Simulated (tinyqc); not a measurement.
## Abrupt p-n junction, non-linear Poisson equation by Newton steps: effect of temperature

One dimension, p side on the left, n side on the right; net doping C = -Na for x < 0 and +Nd for x > 0. The potential psi is counted from the intrinsic level, and the quasi-Fermi potentials are flat: 0 for holes and -V for electrons, so n = ni exp((psi + V)/Vt) and p = ni exp(-psi/Vt) (Boltzmann statistics, full ionisation, no current).

Nc and Nv are given at 273 K and scale as (T/273 K)^1.5; Eg and eps_r are held fixed and ionisation stays complete. ni = sqrt(Nc Nv) exp(-Eg/(2 Vt)), Eg in volts. Depletion approximation: Vbi = Vt ln(Na Nd/ni^2), W = sqrt(2 eps0 eps_r (Vbi - V)(1/Na + 1/Nd)/q), xp = W Nd/(Na + Nd), xn = W Na/(Na + Nd), peak field 2 (Vbi - V)/W, capacitance eps0 eps_r/W. Exact first integral for an abrupt junction with thick neutral sides: psi_p = -Vt ln(Na/ni), psi_n = Vt ln(Nd/ni) - V, psi_j = (Nd psi_n + Na psi_p - Vt (Nd - Na))/(Na + Nd) at the junction, n_j = ni exp((psi_j + V)/Vt), p_j = ni exp(-psi_j/Vt), and E_j^2 = (2 q/(eps0 eps_r)) [Nd (psi_n - psi_j - Vt) + Vt (n_j + p_j)] (minority densities of the neutral sides neglected).

Parameters, values chosen for the exercise; band and dielectric values those of a made-up semiconductor: band gap Eg = 3.43 eV; relative permittivity eps_r = 9.53; conduction-band density of states at the reference temperature Nc = 2.18e18 cm^-3; valence-band density of states at the reference temperature Nv = 3.46e19 cm^-3; acceptor density of the p side Na = 5e17 cm^-3; donor density of the n side Nd = 7.1e15 cm^-3; bias of the p side against the n side V = 0 V.

Constants: q = 1.602176634e-19 C, kB = 1.380649e-23 J/K, Vt = kB T/q, eps0 = 8.8541878128e-14 F/cm where lengths are in cm. Results are converted to the units shown.

The same in every row: share of W on the n side (%) = 98.600.

Result of one run:

| ni (cm^-3) | Vbi (V) | W (nm) | peak field, depletion (kV/cm) | peak field, exact (kV/cm) |
|---|---|---|---|---|
| 1.0769e-8 | 3.1421 | 687.58 | 91.396 | 92.781 |

Which temperature T gave this result: 240, 280, 320, 440 or 480 K?

T = 320 K.

The whole series:

| T (K) | ni (cm^-3) | Vbi (V) | W (nm) | peak field, depletion (kV/cm) | peak field, exact (kV/cm) |
|---|---|---|---|---|---|
| 200 | 3.3111e-25 | 3.2744 | 701.90 | 93.300 | 93.273 |
| 240 | 6.9410e-18 | 3.2319 | 697.34 | 92.693 | 92.998 |
| 280 | 1.2207e-12 | 3.1878 | 692.56 | 92.057 | 92.838 |
| 320 | 1.0769e-8 | 3.1421 | 687.58 | 91.396 | 92.781 |
| 360 | 1.2883e-5 | 3.0951 | 682.42 | 90.710 | 92.815 |
| 400 | 0.0037981 | 3.0470 | 677.10 | 90.003 | 92.927 |
| 440 | 0.40366 | 2.9979 | 671.62 | 89.274 | 93.105 |
| 480 | 19.938 | 2.9478 | 665.99 | 88.525 | 93.340 |

ni rises from 3.31e-25 to 19.9 cm^-3, while Vbi falls from 3.27 to 2.95 V, on average -1.17 mV/K; W falls from 702 to 666 nm. The depletion field is 0.029 % above the exact one in the first row and 5.2 % below it in the last.

Numbers from tinyqc (`OMP_NUM_THREADS=1 python tinyqc.py 2000078 2000079 out.jsonl`; about 0.03 s on one thread of a shared Intel Xeon 2.30GHz).
